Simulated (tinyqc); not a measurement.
Inside a calculation. Method: empirical pseudopotential in a few plane waves. One step of it, computed by the program tinyqc.

Task: Levels at k. Diagonalise the Hermitian matrix.

H(k) at k (eV):
```
                     +0+0+0               -1-1-1               -1-1+1               -1+1-1
+0+0+0             0.430883   1.914515+0.721551i  -1.914515+0.721551i  -1.914515+0.721551i
-1-1-1   1.914515-0.721551i             8.618090   0.000000-0.367354i   0.000000-0.367354i
-1-1+1  -1.914515-0.721551i   0.000000+0.367354i            11.656640             0.530622
-1+1-1  -1.914515-0.721551i   0.000000+0.367354i             0.530622            10.474982
-1+1+1  -1.914515+0.721551i            -0.530622   0.000000+0.367354i   0.000000+0.367354i
+1-1-1  -1.914515-0.721551i   0.000000+0.367354i             0.530622             0.530622
+1-1+1  -1.914515+0.721551i            -0.530622   0.000000+0.367354i             0.000000
+1+1-1  -1.914515+0.721551i            -0.530622             0.000000   0.000000+0.367354i
+1+1+1   1.914515+0.721551i             0.000000            -0.530622            -0.530622
-2+0+0   0.000000-0.367354i  -1.914515+0.721551i  -1.914515-0.721551i  -1.914515-0.721551i
+0-2+0   0.000000-0.367354i  -1.914515+0.721551i  -1.914515-0.721551i   0.509896-0.279000i
+0+0-2   0.000000-0.367354i  -1.914515+0.721551i   0.509896-0.279000i  -1.914515-0.721551i
+0+0+2   0.000000+0.367354i  -0.509896-0.279000i   1.914515+0.721551i  -0.509896+0.279000i
+0+2+0   0.000000+0.367354i  -0.509896-0.279000i  -0.509896+0.279000i   1.914515+0.721551i
+2+0+0   0.000000+0.367354i  -0.509896-0.279000i  -0.509896+0.279000i  -0.509896+0.279000i

                     -1+1+1               +1-1-1               +1-1+1               +1+1-1
+0+0+0  -1.914515-0.721551i  -1.914515+0.721551i  -1.914515-0.721551i  -1.914515-0.721551i
-1-1-1            -0.530622   0.000000-0.367354i            -0.530622            -0.530622
-1-1+1   0.000000-0.367354i             0.530622   0.000000-0.367354i             0.000000
-1+1-1   0.000000-0.367354i             0.530622             0.000000   0.000000-0.367354i
-1+1+1            13.513532             0.000000             0.530622             0.530622
+1-1-1             0.000000            12.669491   0.000000-0.367354i   0.000000-0.367354i
+1-1+1             0.530622   0.000000+0.367354i            15.708041             0.530622
+1+1-1             0.530622   0.000000+0.367354i             0.530622            14.526383
+1+1+1   0.000000+0.367354i            -0.530622   0.000000+0.367354i   0.000000+0.367354i
-2+0+0   1.914515-0.721551i   0.509896-0.279000i  -0.509896-0.279000i  -0.509896-0.279000i
+0-2+0  -0.509896-0.279000i  -1.914515-0.721551i   1.914515-0.721551i  -0.509896-0.279000i
+0+0-2  -0.509896-0.279000i  -1.914515-0.721551i  -0.509896-0.279000i   1.914515-0.721551i
+0+0+2  -1.914515+0.721551i  -0.509896+0.279000i  -1.914515+0.721551i   0.509896+0.279000i
+0+2+0  -1.914515+0.721551i  -0.509896+0.279000i   0.509896+0.279000i  -1.914515+0.721551i
+2+0+0   0.509896+0.279000i   1.914515+0.721551i  -1.914515+0.721551i  -1.914515+0.721551i

                     +1+1+1               -2+0+0               +0-2+0               +0+0-2
+0+0+0   1.914515-0.721551i   0.000000+0.367354i   0.000000+0.367354i   0.000000+0.367354i
-1-1-1             0.000000  -1.914515-0.721551i  -1.914515-0.721551i  -1.914515-0.721551i
-1-1+1            -0.530622  -1.914515+0.721551i  -1.914515+0.721551i   0.509896+0.279000i
-1+1-1            -0.530622  -1.914515+0.721551i   0.509896+0.279000i  -1.914515+0.721551i
-1+1+1   0.000000-0.367354i   1.914515+0.721551i  -0.509896+0.279000i  -0.509896+0.279000i
+1-1-1            -0.530622   0.509896+0.279000i  -1.914515+0.721551i  -1.914515+0.721551i
+1-1+1   0.000000-0.367354i  -0.509896+0.279000i   1.914515+0.721551i  -0.509896+0.279000i
+1+1-1   0.000000-0.367354i  -0.509896+0.279000i  -0.509896+0.279000i   1.914515+0.721551i
+1+1+1            17.564933  -0.509896-0.279000i  -0.509896-0.279000i  -0.509896-0.279000i
-2+0+0  -0.509896+0.279000i            13.260320             0.530622             0.530622
+0-2+0  -0.509896+0.279000i             0.530622            15.454829             0.530622
+0+0-2  -0.509896+0.279000i             0.530622             0.530622            14.273170
+0+0+2  -1.914515-0.721551i            -0.530622            -0.530622             0.000000
+0+2+0  -1.914515-0.721551i            -0.530622             0.000000            -0.530622
+2+0+0  -1.914515-0.721551i             0.000000            -0.530622            -0.530622

                     +0+0+2               +0+2+0               +2+0+0
+0+0+0   0.000000-0.367354i   0.000000-0.367354i   0.000000-0.367354i
-1-1-1  -0.509896+0.279000i  -0.509896+0.279000i  -0.509896+0.279000i
-1-1+1   1.914515-0.721551i  -0.509896-0.279000i  -0.509896-0.279000i
-1+1-1  -0.509896-0.279000i   1.914515-0.721551i  -0.509896-0.279000i
-1+1+1  -1.914515-0.721551i  -1.914515-0.721551i   0.509896-0.279000i
+1-1-1  -0.509896-0.279000i  -0.509896-0.279000i   1.914515-0.721551i
+1-1+1  -1.914515-0.721551i   0.509896-0.279000i  -1.914515-0.721551i
+1+1-1   0.509896-0.279000i  -1.914515-0.721551i  -1.914515-0.721551i
+1+1+1  -1.914515+0.721551i  -1.914515+0.721551i  -1.914515+0.721551i
-2+0+0            -0.530622            -0.530622             0.000000
+0-2+0            -0.530622             0.000000            -0.530622
+0+0-2             0.000000            -0.530622            -0.530622
+0+0+2            20.350272             0.530622             0.530622
+0+2+0             0.530622            19.168613             0.530622
+2+0+0             0.530622             0.530622            21.363122
```

Give: eigenvalues.

Result:

eigenvalues (eV): [-2.161, 6.724, 8.299, 8.637, 11.516, 12.583, 12.997, 13.964, 15.170, 15.819, 17.392, 19.565, 21.242, 22.020, 25.266]
